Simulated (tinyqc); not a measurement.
# Level and width from two currents at zero temperature

Problem. In a resonant-tunnelling diode at zero temperature a sharp resonance at Er = E0 - alpha V between the emitter band edge and Ef carries J = K (pi/2) G Tp (Ef - Er), K = q^3 mw m0/(2 pi^2 hbar^3) (times 1e-4 for A/cm^2 per eV^2), with G its full width and Tp its peak transmission, G Tp taken as constant, and no back flow. Find G Tp and E0.

Parameters, values chosen for the exercise; masses and offsets of a made-up heterostructure:
- mw = 0.051 m0 (mass in the well, spacer and contacts)
- Ef = 0.017 eV (Fermi energy of both contacts above their band edges)
- alpha = 0.5 (share of the bias at the well)

Constants: q = 1.602176634e-19 C, hbar = 1.054571817e-34 J s, m0 = 9.1093837015e-31 kg. Results are converted to the units shown.

J at V = 0.033 and 0.056 V (kA/cm^2): [12.196896, 56.029490]

Solution. J is linear in V: the slope gives G Tp, and the onset V0, where the line meets zero, gives E0 = Ef + alpha V0.

G Tp = 2.94 meV
E0 = 0.0303 eV

Numbers from tinyqc (`OMP_NUM_THREADS=1 python tinyqc.py 2600071 2600072 out.jsonl`; about 0.1 s on one thread of a shared Intel Xeon 2.30GHz).
